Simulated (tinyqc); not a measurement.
One level coupled to a phonon between two leads, self-consistent Born approximation: one step of the calculation.

Wide-band leads with mu_L = +V/2 and mu_R = -V/2; phonons in equilibrium, Nq = 1/(exp(w0/kB T) - 1). Scattering links only energies that differ by w0, so a ladder E_k = E1 + k w0 closes on itself; terms that reach past its ends are dropped. Gn and Gp are the electron and hole parts of the spectral function A = Gn + Gp.

Task. The ladder and the first Green functions. |G|^2 = 1/[(E - ed)^2 + (GL + GR + Sin + Sout)^2/4], Gn = |G|^2 (GL fL + GR fR + Sin), Gp = |G|^2 (GL (1 - fL) + GR (1 - fR) + Sout), f = 1/(1 + exp((E - mu)/kB T)). On a single ladder the real part of the phonon self-energy, which needs all energies, is left out. At the start Sin = Sout = 0.

Values chosen for this exercise:
- T = 77 K (temperature of leads and phonons)
- w0 = 63 meV (phonon energy)
- ed = -53 meV (level)
- GL = 12 meV (coupling to the left lead)
- GR = 42 meV (coupling to the right lead)
- V = 80 mV (bias)
- nr = 6 (rungs of the ladder shown)
- E1 = -83 meV (lowest rung)

Constants: q = 1.602176634e-19 C, kB = 1.380649e-23 J/K, Vt = kB T/q. Results are converted to the units shown.

Give: E; fL; fR; Gn; Gp; Nq.

Result.

```
rung  E (meV)         fL         fR  Gn (1/meV)  Gp (1/meV)
0         -83      1.000     0.9985     0.03311    3.947e-5
1         -20     0.9999    0.04679    0.007681     0.02202
2          43     0.3889   3.694e-6    4.692e-4    0.004961
3         106   4.788e-5  2.780e-10    2.209e-8    0.002076
4         169   3.604e-9  2.092e-14   8.647e-13    0.001080
5         232  2.712e-13  1.575e-18   3.971e-17    6.589e-4
```

Nq = 7.526e-5

Range of the model: The self-consistent Born approximation keeps only non-crossing phonon lines and no Hartree shift; it is rough once the coupling nears the phonon energy.

Numbers from tinyqc (`OMP_NUM_THREADS=1 python tinyqc.py 2720113 2720114 out.jsonl`; about 0.08 s on one thread of a shared Intel Xeon 2.30GHz).
